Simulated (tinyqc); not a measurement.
Inside a calculation. Method: plane-wave Kohn-Sham cycle with exchange-only LDA in a layered model solid. One step of it, computed by the program tinyqc.

Question. Iteration 2: potential. V_H(G) = 4 pi rho(G)/G^2 for G != 0 (uniform background); v_x = -(3 rho/pi)^(1/3); V = V_ext + V_H + v_x; Fourier components f(G_m) = (1/N) sum_j f(x_j) exp(-i G_m x_j).

A solid whose potential varies along x alone (atomic units):

| parameter | value |
|---|---|
| period a | 10.900000 |
| cross-section of the cell | 22.000000 |
| electrons per cell | 2 |
| grid points | 16 |
| plane waves -n..n, n | 3 |
| k points | 3 |
| V1 in V1 cos(2 pi x/a) | -0.150000 |

density after iteration 1 (e/bohr^3): 0.01520373  0.01423268  0.01183372  0.00910529  0.00691658  0.00553502  0.00480882  0.00448814  0.00440032  0.00448814  0.00480882  0.00553502  0.00691658  0.00910529  0.01183372  0.01423268

Give: Potentials on the grid; V(G_m), m = 0, 1, 2, ....

Answer.

Potentials on the grid (hartree):

| x | V_ext | V_H | v_x | V |
|---|---|---|---|---|
| 0.000 | -0.150 | 0.211 | -0.244 | -0.183 |
| 0.681 | -0.139 | 0.191 | -0.239 | -0.186 |
| 1.363 | -0.106 | 0.138 | -0.224 | -0.193 |
| 2.044 | -0.057 | 0.065 | -0.206 | -0.198 |
| 2.725 | 0 | -0.014 | -0.188 | -0.201 |
| 3.406 | 0.057 | -0.084 | -0.174 | -0.201 |
| 4.088 | 0.106 | -0.138 | -0.166 | -0.198 |
| 4.769 | 0.139 | -0.172 | -0.162 | -0.196 |
| 5.450 | 0.150 | -0.183 | -0.161 | -0.195 |
| 6.131 | 0.139 | -0.172 | -0.162 | -0.196 |
| 6.812 | 0.106 | -0.138 | -0.166 | -0.198 |
| 7.494 | 0.057 | -0.084 | -0.174 | -0.201 |
| 8.175 | 0 | -0.014 | -0.188 | -0.201 |
| 8.856 | -0.057 | 0.065 | -0.206 | -0.198 |
| 9.537 | -0.106 | 0.138 | -0.224 | -0.193 |
| 10.219 | -0.139 | 0.191 | -0.239 | -0.186 |

V(G_m), m = 0, 1, 2, ... (hartree): -0.195  0.002  0.003  0.000  0.000  0.000  0.000
